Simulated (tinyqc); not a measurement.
Mass from the capacitance plateau.

Question. Once one two-dimensional band is degenerate, Cq = q gv md m0 q/(pi hbar^2) and 1/C_G = 1/Cox + 1/Cq (no traps). Find Cq, md and the oxide-equivalent thickness 3.9 eps0/Cq that it adds.

Values chosen for this exercise: valley degeneracy gv = 2.

Constants: q = 1.602176634e-19 C, hbar = 1.054571817e-34 J s, m0 = 9.1093837015e-31 kg, eps0 = 8.8541878128e-14 F/cm where lengths are in cm. Results are converted to the units shown.

C_G on the plateau = 0.24436665 uF/cm^2
Cox = 0.24665237 uF/cm^2

Solution. Removing Cox from the series leaves Cq, which is proportional to gv md.

Cq = 26.4 uF/cm^2
md = 0.197 m0
added thickness = 0.131 nm

Program tinyqc, `OMP_NUM_THREADS=1 python tinyqc.py 2200102 2200103 out.jsonl`; Intel Xeon 2.30GHz, shared host, one thread, about 0.01 s.
